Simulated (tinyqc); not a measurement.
Worked calculation: UHF in the 6-311g basis, for H2, spin multiplicity 3. One step of it, computed by the program tinyqc.

Task: Orthogonalisation. S = U s U^T; symmetric (Loewdin) form X = U s^(-1/2) U^T, so that X^T S X = 1.

overlap S, order 1H 1s, 1H 2s, 1H 3s, 2H 1s, 2H 2s, 2H 3s:
```
[[1.000000, 0.706377, 0.373664, 0.146044, 0.329701, 0.282607],
 [0.706377, 1.000000, 0.788963, 0.329701, 0.618987, 0.626872],
 [0.373664, 0.788963, 1.000000, 0.282607, 0.626872, 0.859636],
 [0.146044, 0.329701, 0.282607, 1.000000, 0.706377, 0.373664],
 [0.329701, 0.618987, 0.626872, 0.706377, 1.000000, 0.788963],
 [0.282607, 0.626872, 0.859636, 0.373664, 0.788963, 1.000000]]
```

Give: eigenvalues of S; X.

Result:

eigenvalues of S: [0.0424, 0.1332, 0.2440, 0.7785, 1.0889, 3.7130]

X, order 1H 1s, 1H 2s, 1H 3s, 2H 1s, 2H 2s, 2H 3s:
```
[[1.3762, -0.7550, 0.2150, 0.0374, -0.0096, -0.0391],
 [-0.7550, 2.2587, -1.0843, -0.0096, -0.4617, 0.3074],
 [0.2150, -1.0843, 2.4796, -0.0391, 0.3074, -1.2977],
 [0.0374, -0.0096, -0.0391, 1.3762, -0.7550, 0.2150],
 [-0.0096, -0.4617, 0.3074, -0.7550, 2.2587, -1.0843],
 [-0.0391, 0.3074, -1.2977, 0.2150, -1.0843, 2.4796]]
```
